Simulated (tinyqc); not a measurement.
Gap voltage and exponent from three temperatures.

Question. At constant current VBE(T) = Vg0 - a T - eta (kB T/q) ln T, where a is a constant. Find Vg0, eta and dVBE/dT at the middle temperature.

Constants: q = 1.602176634e-19 C, kB = 1.380649e-23 J/K. Results are converted to the units shown.

T (K): [330, 360, 390]
VBE at a constant current (V): [0.6051808571, 0.5424084831, 0.4787086706]

Answer. The relation is linear in Vg0, a and eta, so three points give a linear system; the slope is (VBE - Vg0 - eta kB T/q)/T. eta rests on the curvature of VBE(T) alone, so real fits need accuracy of some tens of microvolts or better.

Vg0 = 1.17 V
eta = 4.30
dVBE/dT = -2.11 mV/K

tinyqc, about 0.02 s, one thread, Intel Xeon 2.30GHz (shared host): `OMP_NUM_THREADS=1 python tinyqc.py 2062152 2062153 out.jsonl`
